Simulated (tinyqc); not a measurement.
# Worked calculation: two-diode model of a solar cell

tinyqc, about 0.01 s, one thread, Intel Xeon 2.30GHz (shared host): `OMP_NUM_THREADS=1 python tinyqc.py 2280024 2280025 out.jsonl` Printed values are rounded.

J is the current delivered and Vj = V + J Rs the junction voltage. J = X JL - J01 (exp(Vj/(n1 Vt)) - 1) - J02 (exp(Vj/(2 Vt)) - 1) - Vj/Rp. The photocurrent does not depend on voltage.

Inputs (values chosen for the exercise); values of the order met in cells of CIGS:

| symbol | value | unit | meaning |
|---|---|---|---|
| T | 273 | K | temperature |
| JL | 35.8 | mA/cm^2 | photocurrent at one sun |
| X | 1 | suns | concentration |
| J01 | 1e-15 | A/cm^2 | saturation current of the first diode |
| n1 | 1 |  | ideality factor of the first diode |
| Rs | 0.18 | ohm cm^2 | series resistance |
| Rp | 10000 | ohm cm^2 | shunt resistance |
| Pin | 100 | mW/cm^2 | incident power at one sun |
| J02 | 2e-9 | A/cm^2 | saturation current of the second diode (ideality 2) |

Constants: q = 1.602176634e-19 C, kB = 1.380649e-23 J/K, Vt = kB T/q. Results are converted to the units shown.

## Starting value

Vj = 0.65 V.

Vj at the start = 0.65 V

## Iteration 1: new Vj

Maximum power: dP/dVj = f = J (1 + 2 Rs G) - G Vj = 0. G = -dJ/dVj = J01 exp(Vj/(n1 Vt))/(n1 Vt) + J02 exp(Vj/(2 Vt))/(2 Vt) + 1/Rp. H = dG/dVj; f' = -2 G - 2 Rs G^2 + (2 Rs J - Vj) H; Vj(new) = Vj - f/f'.

J = 32.7374 mA/cm^2
G = 0.0850373 S/cm^2
H = 2.70757 S/(cm^2 V)
f = -21.5346 mA/cm^2
f' = -1.90069 S/cm^2
Vj after iteration 1 = 0.638670 V

## Iteration 2: new Vj

As before.

J = 33.5481 mA/cm^2
G = 0.0597192 S/cm^2
H = 1.82459 S/(cm^2 V)
f = -3.87156 mA/cm^2
f' = -1.26400 S/cm^2
Vj after iteration 2 = 0.635607 V

## Iteration 3: new Vj

As before.

J = 33.7227 mA/cm^2
G = 0.0544128 S/cm^2
H = 1.64375 S/(cm^2 V)
f = -0.201863 mA/cm^2
f' = -1.13472 S/cm^2
Vj after iteration 3 = 0.635429 V

## Course of the iteration

Stop when the step is below 1e-10 V, or after 60 iterations.

Course of the iteration:
```
iteration  Vj before the step (V)   step (V)
1                            0.65    -0.0113
2                        0.638670   -3.06e-3
3                        0.635607   -1.78e-4
4                        0.635429   -5.57e-7
5                        0.635429  -5.43e-12
```

Converged in 5 iterations.

## Figures of merit

Jsc at V = 0, Voc at J = 0, the maximum power point where J (1 + 2 Rs G) = G Vj with G = -dJ/dVj; FF = Vmp Jmp/(Voc Jsc); efficiency Vmp Jmp/(X Pin). Empirical fill factor without parasitics FF0 = (v - ln(v + 0.72))/(v + 1), v = Voc/(n1 Vt).

Jsc = 35.7994 mA/cm^2
Voc = 0.726318 V
Vmp = 0.629357 V
Jmp = 33.7324 mA/cm^2
FF = 0.816474
efficiency = 21.2297 %
FF0 = 0.860294

FF is 5.1 % below FF0. Removing one loss at a time changes the efficiency by: second diode +1.15, series resistance +0.21, shunt +0.04 points.
